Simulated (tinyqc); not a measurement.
Correlation length: interface roughness in a thin film (subband fluctuation and scattering).

Square well of width t, barriers V0, c = hbar^2/2m0: E1 solves k t + 2 atan[(k/mz)/(kappa/mb)] = pi, k = sqrt(mz E/c), kappa = sqrt(mb (V0 - E)/c). One interface is rough, so the subband edge fluctuates by G dt with G = |dE1/dt| (central difference of 0.01 angstrom; 2 E1/t for hard walls).

Gaussian roughness spectrum S(q) = pi D^2 Lc^2 exp(-q^2 Lc^2/4). Degenerate gas, taken to fill one subband (the second starts to fill once c kF^2/md exceeds E2 - E1, which is not tested here): kF = sqrt(2 pi Ns/gv), q = 2 kF sin(theta/2), 1/tau = (md/(2 pi c hbar)) G^2 times the integral from 0 to pi of S(q)(1 - cos theta)/eps(q)^2 dtheta, eps(q) = 1 + qs/q with screening (qs = gv md q0/(c eps), q0 = e^2/(4 pi eps0), form factors left out, which overstates the screening; other scattering is left out too, so these values lie far above measured mobilities in all but the thinnest films) or 1 without; mobility = tau c2/md with c2 = e/m0 = 1.75882e15 cm^2/(V s^2); 1e12/cm^2 = 1e-4/angstrom^2.

Constants: hbar^2/2m0 = 3.80998211 eV angstrom^2; hbar = 6.58211957e-16 eV s; e^2/(4 pi eps0) = 14.39964547 eV angstrom.

Values chosen for the exercise (near those of a thin GaN channel; shifted at random, so the results belong to these values and not to a real crystal):

| symbol | value | unit | meaning |
|---|---|---|---|
| t | 32 | angstrom | film thickness |
| mz | 0.202 | m0 | confinement mass |
| V0 | 1.9 | eV | barrier |
| mb | 0.32 | m0 | barrier mass |
| md | 0.194 | m0 | mass in the plane |
| gv | 1 |  | valleys |
| D | 1.8 | angstrom | rms height of the roughness |
| Ns | 5.5 | x 1e12/cm^2 | sheet density |
| eps | 9.7 |  | mean dielectric constant at the channel |
| Ll | (4, 8, 14, 22, 35, 55, 90) | angstrom | correlation lengths |

Fixed D; bare and screened mobility.

Results:

| Lc (angstrom) | kF Lc | bare mobility (cm^2/(V s)) | screened mobility (cm^2/(V s)) |
|---|---|---|---|
| 4 | 0.24 | 4.38e+04 | 1.37e+05 |
| 8 | 0.47 | 1.24e+04 | 3.91e+04 |
| 14 | 0.82 | 5.61e+03 | 1.82e+04 |
| 22 | 1.29 | 4.41e+03 | 1.53e+04 |
| 35 | 2.06 | 6.48e+03 | 2.90e+04 |
| 55 | 3.23 | 1.22e+04 | 9.48e+04 |
| 90 | 5.29 | 2.12e+04 | 3.25e+05 |

What can be read from this table?

The bare mobility is lowest at Lc = 22 angstrom of those listed (kF Lc = 1.29). The screened mobility is lowest at Lc = 22 angstrom of those listed (kF Lc = 1.29). Short roughness averages out (mobility as 1/Lc^2; the first two rows give exponent -1.82), and long roughness deflects only by small angles (bare mobility rising as Lc; the last two rows give 1.12).

Program tinyqc; command `OMP_NUM_THREADS=1 python tinyqc.py 1252754 1252755 out.jsonl`; about 0.01 s on one thread of a shared Intel(R) Xeon(R) Processor @ 2.30GHz.
